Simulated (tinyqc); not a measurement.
Carrier lifetime from Shockley-Read-Hall, radiative, Auger and surface recombination. From effective lifetime at dn back to doping N. Computed by tinyqc, a small Python program. Command: `OMP_NUM_THREADS=1 python tinyqc.py 3006592 3006593 out.jsonl lifetime inv`. One thread of a shared host (Intel(R) Xeon(R) Processor @ 2.30GHz), about 0.03 s of CPU time with the checks.

Energies are counted from the top of the valence band. Boltzmann statistics, full ionisation, and equal excess densities of electrons and holes.

Inputs (values chosen for the exercise, with bands modelled on GaAs):
```
quantity                          value        unit
gap E_g                            1.43          eV
electron mass m_e                0.0675         m_0
valleys M_c                           1           -
hole mass m_h                     0.541         m_0
temperature T                       250           K
trap level E_t                    0.818          eV
trap density N_t                5.7e+12       cm^-3
electron cross-section sigma_n    2e-16        cm^2
hole cross-section sigma_p      4.7e-15        cm^2
radiative coefficient B         1.1e-10      cm^3/s
Auger coefficient C_n           4.3e-31      cm^6/s
Auger coefficient C_p           2.7e-31      cm^6/s
excess density dn                 7e+17       cm^-3
diffusion coefficient D              49      cm^2/s
surface velocity S                   88        cm/s
thickness W                          43  micrometre
```

Doping: p-type. Surface term: two equal surfaces.

Constants: m_0 = 9.1093837015e-31 kg; k_B = 1.380649e-23 J/K; h = 6.62607015e-34 J s; k_B = 8.617333262e-05 eV/K.

Method:
- N_c = 2 M_c (2 pi m_e k_B T/h^2)^(3/2) and N_v = 2 (2 pi m_h k_B T/h^2)^(3/2), masses in units of m_0.
- n_i = sqrt(N_c N_v) exp(-E_g/2 k_B T); majority density N/2 + sqrt(N^2/4 + n_i^2), minority density n_i^2 over it.
- v = sqrt(3 k_B T/m) with m_e or m_h; tau_n0 = 1/(sigma_n v_n N_t), tau_p0 = 1/(sigma_p v_p N_t); n1 = N_c exp(-(E_g - E_t)/k_B T), p1 = N_v exp(-E_t/k_B T).
- The slowest diffusion mode has x tan x = S W/(2 D) with 0 < x < pi/2 (bisection), and tau_s = W^2/(4 x^2 D). The common approximation is W/(2 S) + W^2/(pi^2 D).
- With n = n_0 + dn, p = p_0 + dn and U/dn = 1/tau: (n p - n_i^2)/dn = n_0 + p_0 + dn = s; 1/tau_SRH = s/[tau_p0 (n + n1) + tau_n0 (p + p1)]; 1/tau_rad = B s; 1/tau_Aug = (C_n n + C_p p) s; the rates add, with 1/tau_s.
- Radiative efficiency = tau_eff/tau_rad; effective diffusion length = sqrt(D tau_eff).

Question. A run gave the result below. Find the doping N, known to lie between 3.2e+16 and 5.8e+16 cm^-3.

effective lifetime at dn = 1.218564e-08 s

Answer.

Each step takes the trial c = (a f_b - b f_a)/(f_b - f_a), f being the result less the target and a, b, c the logarithms of the listed values; c replaces end b, the old b replaces a if the sign of f changed, and otherwise f_a is halved.

Scan of the range:
```
doping N (cm^-3)  effective lifetime at dn (s)
3.20e+16                           1.23506e-08
3.53e+16                           1.22951e-08
3.90e+16                           1.22335e-08
4.31e+16                           1.21659e-08
4.76e+16                           1.20927e-08
5.25e+16                           1.20138e-08
5.80e+16                           1.19266e-08
```

False position (Illinois rule, in the logarithm of the input) inside the bracket:
```
step        end a        end b        trial  effective lifetime at dn (s)
1     3.90000e+16  4.31000e+16  4.18620e+16                   1.21863e-08
2     4.31000e+16  4.18620e+16  4.18995e+16                   1.21856e-08
3     4.31000e+16  4.18995e+16  4.19004e+16                   1.21856e-08
4     4.18995e+16  4.19004e+16  4.19000e+16                   1.21856e-08
```

Effective lifetime at dn falls at every point of a 13-point scan of the range (every second point is shown), so one value fits; it is bracketed by 3.90e16 and 4.31e16. Answer: doping N = 4.190e16 cm^-3.

Caution: the excess density is near an effective density of states, where Boltzmann statistics fail. Caution: beyond low injection D should be the ambipolar coefficient.
